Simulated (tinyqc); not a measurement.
Inside a calculation. Method: UKS/LDA (VWN5) in the sto-3g basis, for H3, spin multiplicity 2. One step of it, computed by the program tinyqc.

Task: Iteration 1: building the Kohn-Sham matrix. J_ij = sum D_kl (ij|kl) with D = D(alpha) + D(beta); F = H + J + V_xc; E = tr D H + tr D J / 2 + E_xc + E_nn.

D(alpha) at the start, order 1H 1s, 2H 1s, 3H 1s:
$$\begin{pmatrix}
1.069635 & -0.106683 & -0.328536 \\
-0.106683 & 0.528107 & 0.433553 \\
-0.328536 & 0.433553 & 0.411322
\end{pmatrix}$$

D(beta) at the start, order 1H 1s, 2H 1s, 3H 1s:
$$\begin{pmatrix}
0.566203 & -0.427819 & -0.461521 \\
-0.427819 & 0.323257 & 0.348722 \\
-0.461521 & 0.348722 & 0.376193
\end{pmatrix}$$

core Hamiltonian H = T + V (hartree), order 1H 1s, 2H 1s, 3H 1s:
$$\begin{pmatrix}
-1.141442 & -0.409622 & -0.346369 \\
-0.409622 & -1.141442 & -0.346369 \\
-0.346369 & -0.346369 & -1.117221
\end{pmatrix}$$

Two-electron integrals (ij|kl) in chemists' order, unique and non-zero (hartree):
```
(11|11) 0.774606   (21|11) 0.135806   (21|21) 0.036513   (22|11) 0.344154
(22|21) 0.135806   (22|22) 0.774606   (31|11) 0.111236   (31|21) 0.025246
(31|22) 0.078336   (31|31) 0.025490   (32|11) 0.078336   (32|21) 0.025246
(32|22) 0.111236   (32|31) 0.021608   (32|32) 0.025490   (33|11) 0.321838
(33|21) 0.088101   (33|22) 0.321838   (33|31) 0.111236   (33|32) 0.111236
(33|33) 0.774606
```

nuclear repulsion = 1.00309061 hartree

V_xc(alpha) (hartree), order 1H 1s, 2H 1s, 3H 1s:
$$\begin{pmatrix}
-0.495813 & -0.097926 & -0.077945 \\
-0.097926 & -0.425248 & -0.076406 \\
-0.077945 & -0.076406 & -0.395408
\end{pmatrix}$$

V_xc(beta) (hartree), order 1H 1s, 2H 1s, 3H 1s:
$$\begin{pmatrix}
-0.407435 & -0.078667 & -0.065417 \\
-0.078667 & -0.366067 & -0.067224 \\
-0.065417 & -0.067224 & -0.375032
\end{pmatrix}$$

E_xc = sum of w rho eps_xc = -1.00973979 hartree

Give: Coulomb J; F(alpha); F(beta); total energy of this density.

Result:

Coulomb J (hartree), order 1H 1s, 2H 1s, 3H 1s:
$$\begin{pmatrix}
1.6152 & 0.3677 & 0.3028 \\
0.3677 & 1.3810 & 0.2892 \\
0.3028 & 0.2892 & 1.3146
\end{pmatrix}$$

F(alpha) (hartree), order 1H 1s, 2H 1s, 3H 1s:
$$\begin{pmatrix}
-0.0221 & -0.1398 & -0.1215 \\
-0.1398 & -0.1857 & -0.1336 \\
-0.1215 & -0.1336 & -0.1981
\end{pmatrix}$$

F(beta) (hartree), order 1H 1s, 2H 1s, 3H 1s:
$$\begin{pmatrix}
0.0663 & -0.1206 & -0.1090 \\
-0.1206 & -0.1265 & -0.1244 \\
-0.1090 & -0.1244 & -0.1777
\end{pmatrix}$$

total energy of this density = -1.065159 hartree
